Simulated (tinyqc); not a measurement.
Inside a calculation. Model: input admittance of a MOSFET at zero drain bias: distributed channel and distributed gate.

Program tinyqc, `OMP_NUM_THREADS=1 python tinyqc.py 2262143 2262144 out.jsonl`; Intel Xeon 2.30GHz, shared host, one thread, about 0.01 s. Printed values are rounded.

Source and drain grounded, strong inversion, w = 2 pi f, Cox = eps0 eox/tox. The channel is an RC line of resistance 1/(mu Cox Vo) per square fed from both ends, so one finger has the intrinsic admittance y = i w Cox L tanh(g)/g per width, g = (1/2) sqrt(i w tau), tau = L^2/(mu Vo). The vertical resistance rv/L is in series with y, the overlaps 2 i w Cov in parallel: y_t = 1/(1/y + rv/L) + 2 i w Cov. The gate strip is a line of Rsh/L per length loaded by y_t, so a finger has Y = y_t Wf tanh(k)/k, k = (Wf/sd) sqrt(y_t Rsh/L); the device has Nf Y.

Inputs (values chosen for the exercise); values of the order met in silicon radio-frequency transistors:
- eox = 9.18 (relative permittivity of the gate insulator (close to aluminium oxide))
- tox = 5.4 nm (insulator thickness)
- L = 0.41 um (channel length)
- Wf = 1.6 um (finger width)
- Nf = 16 (number of fingers)
- mu = 180 cm^2/(V s) (channel mobility)
- Vo = 0.6 V (gate overdrive)
- Rsh = 21 ohm/square (sheet resistance of the gate)
- rv = 4.9 ohm um^2 (vertical resistivity of the gate stack)
- sd = 1 (number of ends at which a finger is contacted)
- Cov = 0.26 fF/um (overlap and fringe capacitance on each side)
- f = 33 GHz (frequency)

Constants: eps0 = 8.8541878128e-14 F/cm where lengths are in cm. Results are converted to the units shown.

## Low-frequency resistances and capacitance

Low-frequency limits, with c = Cox L and ct = c + 2 Cov: R_strip = Rsh Wf/(3 sd^2 L Nf), R_ch = (c/ct)^2 L/(12 mu Cox Vo Wf Nf), R_vert = (c/ct)^2 rv/(L Wf Nf), C = ct Wf Nf.

parts (ohm): strip 1.707317, channel 6.983519, vertical 0.3971050
sum = 9.087941 ohm
C = 171.2990 fF
1/(2 pi R C) = 102.2350 GHz

The channel term is the largest, 76.8 % of the sum.

## Admittance of the channel and stack per width

tau, g, c = Cox L, y and y_t as defined.

tau = 15.56481 ps
g = 0.6351465+0.6351465i
c = 6.171369 fF/um
y = 311.370+1179.253i uS/um
y_t = 326.648+1278.114i uS/um

w tau = 3.23, and Im y is 0.922 of w c.

## Input impedance of the device

k and Y as defined; Z = 1/(Nf Y) = R + 1/(i w C); Q = |Im Z|/R; signal at the point farthest from a contact |1/cosh k|.

k = 0.3284860+0.2550927i
Nf Y = 9.97427+31.69503i mS
R = 9.034168 ohm
C = 167.9995 fF
Q = 3.177678
signal at the far point = 0.9767528

R is 0.59 % below its low-frequency limit and C is 1.9 % below its own.
